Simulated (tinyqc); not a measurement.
## Frequency dispersion of an accumulation capacitance by border traps, distributed model: effect of the semiconductor capacitance in accumulation

Traps spread evenly through the insulator exchange electrons with the semiconductor by tunnelling, with tau(x) = t0 exp(2 ka x) at depth x from the interface. The admittance per area Y seen at depth x obeys dY/dx = -Y^2/(i w eps0 eox) + q Nb ln(1 + i w tau)/tau, with Y(0) = i w Cs and w = 2 pi f; the gate sees Y(tox) = G + i w C. Working variable y = Y/(i w), in uF/cm^2. Cox = eps0 eox/tox.

Cox; trap-free value 1/(1/Cox + 1/Cs); response depth d = ln(1/(w t0))/(2 ka), where w tau = 1; lumped estimate: all traps within d act as C_bt = q Nb d placed at d/2, so C = 1/{1/[1/(1/Cs + d/(2 eps0 eox)) + C_bt] + (tox - d/2)/(eps0 eox)}. C and G from a fine integration; dispersion -d C/d log10 f over C, from f times and over 1.1. For a broad spread of time constants G/w is close to -(pi/2) dC/d ln w.

Inputs (values chosen for the exercise); permittivity close to that of zirconium oxide: relative permittivity of the insulator eox = 22.9; insulator thickness tox = 3.8 nm; density of border traps Nb = 1.4e19 cm^-3 eV^-1; decay constant of the wave function in the insulator ka = 3.7 1/nm; time constant of a trap at the interface t0 = 8e-11 s; frequency f = 1e6 Hz.

Constants: q = 1.602176634e-19 C, eps0 = 8.8541878128e-14 F/cm where lengths are in cm. Results are converted to the units shown.

The same in every row: d (nm) = 1.026.

Results:

| Cs (uF/cm^2) | C (uF/cm^2) | G/w (uF/cm^2) | dispersion (% a decade) | -(pi/2) dC/d ln w (uF/cm^2) | lumped C (uF/cm^2) | trap-free C (uF/cm^2) |
|---|---|---|---|---|---|---|
| 0.2 | 0.4291 | 0.04246 | 14.50 | 0.04244 | 0.4013 | 0.1928 |
| 0.39 | 0.5871 | 0.04064 | 10.14 | 0.04062 | 0.5604 | 0.3634 |
| 1.4 | 1.281 | 0.03309 | 3.784 | 0.03307 | 1.259 | 1.109 |
| 2.8 | 1.965 | 0.02642 | 1.970 | 0.02640 | 1.947 | 1.836 |
| 5.4 | 2.769 | 0.01955 | 1.033 | 0.01952 | 2.756 | 2.684 |
| 10 | 3.532 | 0.01400 | 0.5794 | 0.01396 | 3.522 | 3.479 |
| 20 | 4.242 | 0.009691 | 0.3328 | 0.009633 | 4.235 | 4.212 |

Estimate the missing row, Cs = 0.75 uF/cm^2.

Computed row:

| Cs (uF/cm^2) | C (uF/cm^2) | G/w (uF/cm^2) | dispersion (% a decade) | -(pi/2) dC/d ln w (uF/cm^2) | lumped C (uF/cm^2) | trap-free C (uF/cm^2) |
|---|---|---|---|---|---|---|
| 0.75 | 0.8601 | 0.03757 | 6.401 | 0.03756 | 0.8354 | 0.6576 |

With this row back in the table: As Cs goes from 0.2 to 20, C rises from 0.429 to 4.24 uF/cm^2, the dispersion falls from 14.5 to 0.333 % a decade and G/w falls from 0.0425 to 0.00969 uF/cm^2. The lumped estimate is 6.5 % below C in the first row and 0.17 % below it in the last. The same traps disperse C more when Cs is small, since they then add to the weaker series term.

Program tinyqc, `OMP_NUM_THREADS=1 python tinyqc.py 2202079 2202080 out.jsonl`; Intel Xeon 2.30GHz, shared host, one thread, about 0.3 s.
